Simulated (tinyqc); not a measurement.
# Raman shift of the zone-centre optical phonon of a diamond-structure crystal under stress, step by step

A worked calculation. Computed by tinyqc, a small Python program that keeps every step. Command: `OMP_NUM_THREADS=1 python tinyqc.py 3006996 3006997 out.jsonl ramanstress walk`. One thread of a shared host (Intel(R) Xeon(R) Processor @ 2.30GHz), about 0.01 s of CPU time with the checks. Intermediate numbers are printed to about 6 digits and carried at full precision; extremes and crossings named in words are read from the listed rows.

Axes x, y, z are the cube axes. Strain shifts the threefold optical mode and can split it; p, q and r are the phonon deformation potentials.

Inputs (values chosen for the exercise, modelled on silicon):
```
quantity                             value      unit
unstrained frequency omega_0           520      1/cm
p/omega_0^2                          -1.78         -
q/omega_0^2                          -2.38         -
r/omega_0^2                         -0.698         -
C11                                  166.3       GPa
C12                                  63.78       GPa
C44                                  79.58       GPa
stress sigma (tension positive)        1.5       GPa
polarisation angle phi                  45    degree
temperature coefficient d omega/dT  -0.023  1/(cm K)
local temperature T                    400         K
laser wavelength                     632.8        nm
```

Stress state: biaxial. Axis: [001].

Constants: h = 6.62607015e-34 J s; c = 299792458 m/s; k_B = 1.380649e-23 J/K.

## Compliances

S11 = (C11 + C12)/D, S12 = -C12/D, D = (C11 - C12)(C11 + 2 C12), S44 = 1/C44.

S11 = 7.63712 1/TPa

S12 = -2.11707 1/TPa

S44 = 12.5660 1/TPa

## Stress and strain tensors

Equal biaxial stress in the plane normal to the axis (unit vector n): sigma_ij = sigma (delta_ij - n_i n_j). eps_xx = S11 sigma_xx + S12 (sigma_yy + sigma_zz), and cyclic; eps_xy = S44 sigma_xy/2 (tensor strain).

stress (GPa):
```
     x    y    z
x  1.5  0.0  0.0
y  0.0  1.5  0.0
z  0.0  0.0  0.0
```

strain (per mille):
```
         x        y         z
x  8.28008  0.00000   0.00000
y  0.00000  8.28008   0.00000
z  0.00000  0.00000  -6.35121
```

volume strain = 10.2089 per mille

## Secular matrix and shifts

Secular matrix: M_xx = p eps_xx + q (eps_yy + eps_zz), M_xy = 2 r eps_xy; its eigenvalues are omega^2 - omega_0^2, and the shifts are these over 2 omega_0.

M/(2 omega_0) (1/cm):
```
          x         y         z
x  -5.02560   0.00000   0.00000
y   0.00000  -5.02560   0.00000
z   0.00000   0.00000  -7.30808
```

shifts, in rising order (1/cm): -7.30808  -5.02560  -5.02560

The triplet splits into a singlet and a doublet. Tension softens every mode.

## Mean shift and Grueneisen parameter

gamma = -(p + 2q)/(6 omega_0^2); the mean of the three shifts is -gamma omega_0 x (volume strain).

mode Grueneisen parameter gamma = 1.09

mean shift = -5.78643 1/cm

## The line seen from a (001) surface

Backscattering from a (001) surface: incident polarisation (cos phi, sin phi, 0). With Raman tensors (R_z)_xy = (R_z)_yx = 1 and cyclic, only the z component u_z of a mode counts: I = u_z^2 sin^2(2 phi) for parallel and u_z^2 cos^2(2 phi) for crossed polarisers. An unresolved line sits at the intensity-weighted shift, which is M_zz/(2 omega_0).

total intensity, parallel = 1

total intensity, crossed = 0

shift of the observed line = -7.30808 1/cm

shift per stress = -4.87206 1/(cm GPa)

stress per shift = -205.252 MPa cm

The z-polarised mode is an eigenmode here, so one line is seen.

## The same stress in different states

Uniaxial: sigma n n^T; biaxial: sigma (1 - n n^T); hydrostatic: sigma 1. The line seen from (001) is taken as unresolved, at the intensity-weighted shift M_zz/(2 omega_0).

Shifts (1/cm):
```
state                    lowest    middle   highest  line seen from (001)
uniaxial [100]         -3.65404  -3.65404  -1.37156              -3.65404
uniaxial [110]         -4.22316  -3.65404  -0.80245              -3.65404
uniaxial [001]         -3.65404  -3.65404  -1.37156              -1.37156
uniaxial [111]         -5.17369  -1.75298  -1.75298              -2.89321
biaxial, normal [001]  -7.30808  -5.02560  -5.02560              -7.30808
biaxial, normal [111]  -6.92667  -6.92667  -3.50596              -5.78643
hydrostatic            -8.67964  -8.67964  -8.67964              -8.67964
```

Seen from (001), uniaxial stress along [100] and along [110] give the same shift (-3.654), and equal biaxial stress in the plane gives twice as much (-7.308), since only sigma_xx + sigma_yy and sigma_zz enter M_zz. Stress along [001] gives -1.372. One measured shift therefore fixes the stress only once its state is assumed: read as uniaxial in the plane, a shift implies twice the stress that it does read as biaxial.

## Heating mistaken for stress

A temperature above 300 K shifts the line by (d omega/dT)(T - 300 K); divided by the shift per stress it poses as a stress; the total shift adds it to the shift of the observed line. The anti-Stokes to Stokes ratio is [(omega_L + omega_0)/(omega_L - omega_0)]^3 exp(-h c omega_0/(k_B T)) in photon counts, omega_L = 1/wavelength, resonance effects left out.

thermal shift = -2.3 1/cm

apparent stress from heating = 0.472080 GPa

total shift = -9.60808 1/cm

anti-Stokes/Stokes ratio = 0.187701

Heating poses as tension, 31 % of the true stress in size; the intensity ratio gives T apart from the shift.

Checks made by the program: mean of the eigenvalues against the trace rule (relative difference below 1e-10); weighted mean of the modes against M_zz (relative difference below 1e-10).
